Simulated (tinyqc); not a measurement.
Valence-band offset from core levels (Kraut method), with the dipole against the affinity rule: one step of the calculation.

Binding energies are counted downwards from the Fermi level. dEv > 0 means that the valence edge of B lies below that of A, dEc > 0 that the conduction edge of B lies above that of A; dEc + dEv = EgB - EgA. The spectra are made-up values treated as data.

Question. Valence-band maximum of bare A. Fit a straight line to the leading edge by least squares; the maximum vA lies where it meets the background.

Values chosen for this exercise: background counts in the gap bg = 62.

```
point  binding energy (eV)  counts on the leading edge
0                     1.73                         229
1                     1.85                         312
2                     1.97                         391
3                     2.09                         479
4                     2.21                         543
5                     2.33                         626
```

Wanted: slope; intercept; vA.

Answer.

slope = 658.57 counts/eV
intercept = -906.90 counts
vA = 1.4712 eV

tinyqc, about 0.01 s, one thread, Intel Xeon 2.30GHz (shared host): `OMP_NUM_THREADS=1 python tinyqc.py 2410075 2410076 out.jsonl`
